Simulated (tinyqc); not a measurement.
Ellipsometry and reflectance of a transparent film on an absorbing substrate: two steps of the calculation.

Air (index 1), film, substrate with N2 = n2 - i k2; time factor exp(+i w t). q_j = sqrt(N_j^2 - sin^2 th), root with positive real part. Fresnel coefficients r_s = (q_a - q_b)/(q_a + q_b), r_p = (N_b^2 q_a - N_a^2 q_b)/(N_b^2 q_a + N_a^2 q_b). tan(Psi) exp(i Delta) = R_p/R_s, Delta taken from 0 to 360 degrees.

Parameters, values chosen for the exercise; indices close to those of silicon nitride on silicon:
- lam = 800 nm (wavelength)
- th = 70 degrees (angle of incidence)
- n1 = 2.009 (index of the transparent film)
- d = 5.3 nm (film thickness)
- n2 = 3.692 (index of the substrate)
- k2 = 0.0065 (extinction coefficient of the substrate)

Task 1. Interface coefficients and thickness period. q0, q1, q2 and the coefficients r01 and r12 for p and s; the results repeat in d with the period lam/(2 q1).

Give: q0; q1; q2; r01,p; r01,s; r12,p; r12,s; period.

Result 1.

q0 = 0.34202
q1 = 1.7757
q2 = 3.5704-0.0067i
r01,p = -0.12524
r01,s = -0.67699
r12,p = 0.25363-0.00077i
r12,s = -0.33571+0.00084i
period = 225.27 nm

Task 2. Psi, Delta and reflectances. beta = 2 pi d q1/lam, X = exp(-2 i beta), R = (r01 + r12 X)/(1 + r01 r12 X) for p and s.

q1 = 1.7756854
r01,p = -0.12523799
r01,s = -0.67698990
r12,p = 0.25362643-0.00076660i
r12,s = -0.33570889+0.00083518i

Wanted: beta; X; R_p; R_s; Psi; Delta; |R_p|^2; |R_s|^2.

Result 2.

beta = 0.07391 rad
X = 0.9891-0.1473i
R_p = 0.1294-0.0400i
R_s = -0.8243+0.0181i
Psi = 9.327 degrees
Delta = 164.1 degrees
|R_p|^2 = 0.01834
|R_s|^2 = 0.6798

The bare substrate gives Psi = 9.129 and Delta = 179.67 degrees.

tinyqc, about 0.01 s, one thread, Intel Xeon 2.30GHz (shared host): `OMP_NUM_THREADS=1 python tinyqc.py 2870196 2870197 out.jsonl`
